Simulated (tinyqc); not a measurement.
# Avrami exponent and activation energy from three anneals

Problem. Isothermal crystallisation follows X = 1 - exp(-(k t)^n) with k proportional to exp(-Ec q/(kB T)). Find n, k at both temperatures and Ec.

Constants: q = 1.602176634e-19 C, kB = 1.380649e-23 J/K. Results are converted to the units shown.

X at (396 K, 460 s), (396 K, 920 s) and (416 K, 42 s): [0.24027245, 0.78870024, 0.43894144]

Solution. -ln(1 - X) = (k t)^n: the two times give n, and the two rates give Ec.

n = 2.500
k at 396 K = 0.001297 1/s
k at 416 K = 0.01912 1/s
Ec = 1.910 eV

Numbers from tinyqc (`OMP_NUM_THREADS=1 python tinyqc.py 2490114 2490115 out.jsonl`; about 0.02 s on one thread of a shared Intel Xeon 2.30GHz).
